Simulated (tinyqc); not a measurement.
A ladder of methods, and size consistency: correlation methods against full CI in the sto-6g basis, for H4, spin multiplicity 1. Computed by the program tinyqc with PySCF. All electrons correlated; +Q is the Davidson correction (1 - c0^2) E_corr. The last columns treat two copies 100 angstrom apart as one system. FCI is the lowest singlet.

Geometry (angstrom):
```
atom       x       y       z
H     0.0000  0.0000  0.0000
H     0.0000  0.0000  1.0280
H     0.0000  1.5910  0.0000
H     0.0000  1.5910  1.0280
```

RHF energy of one = -2.063558 hartree

Correlation energies (hartree):
```
method   E_corr of one  share of FCI (%)  E_corr of two at 100 angstrom  two minus twice one (mhartree)
MP2          -0.048145           58.2586                      -0.096291                          0.0000
CISD         -0.079804           96.5677                      -0.149528                         10.0799
CISD+Q       -0.085544          103.5136                      -0.167301                          3.7881
CCSD         -0.082623           99.9792                      -0.165247                          0.0000
CCSD(T)      -0.082623           99.9792                      -0.165247                          0.0000
FCI          -0.082641          100.0000                              -                               -
```

What does the comparison show, and why?

MP2 recovers 58 %, CISD 96.6 % and CCSD 100.0 % of the FCI value (c0^2 = 0.928 in CISD). MP2 and coupled cluster are size consistent, so their last column vanishes; CISD loses 10.08 mhartree, since a double excitation on each copy is a quadruple of the pair, and the Davidson correction leaves +3.79.
